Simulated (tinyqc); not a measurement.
Dose and depth of a threshold implant.

Problem. A sheet of D acceptors per cm^2 lies at depth xi inside the depleted layer of a body doped Na. In the depletion approximation VT = Vfb + f2 + q D/Cox + gamma sqrt(f2 + Vsb - q D xi/(eps0 eps_r)), gamma = sqrt(2 eps0 eps_r q Na)/Cox, Cox = eps0 eox/tox. Find gamma, D and xi.

Values chosen for this exercise; band and dielectric values close to those of 4H silicon carbide:

| symbol | value | unit | meaning |
|---|---|---|---|
| eps_r | 9.68 |  | relative permittivity |
| Na | 8.8e16 | cm^-3 | acceptor density deep in the body |
| eox | 3.9 |  | relative permittivity of the gate insulator (close to silicon dioxide) |
| tox | 6 | nm | insulator thickness |
| Vfb | -0.58 | V | flat-band voltage |
| f2 | 2.936 | V | band bending 2 phiF at threshold |

Constants: q = 1.602176634e-19 C, eps0 = 8.8541878128e-14 F/cm where lengths are in cm. Results are converted to the units shown.

VT against the source at Vsb = 0 and 1.7 V (V): 2.9131481  3.0373095

Solution. With y^2 = f2 - q D xi/(eps0 eps_r) and d the difference of the thresholds over gamma, sqrt(y^2 + Vsb) - y = d gives y = (Vsb - d^2)/(2 d). The first threshold then gives D, and y^2 gives xi.

gamma = 0.270 V^0.5
D = 4.30e11 cm^-2
xi = 39.0 nm

Numbers from tinyqc (`OMP_NUM_THREADS=1 python tinyqc.py 2080137 2080138 out.jsonl`; about 0.6 s on one thread of a shared Intel Xeon 2.30GHz).
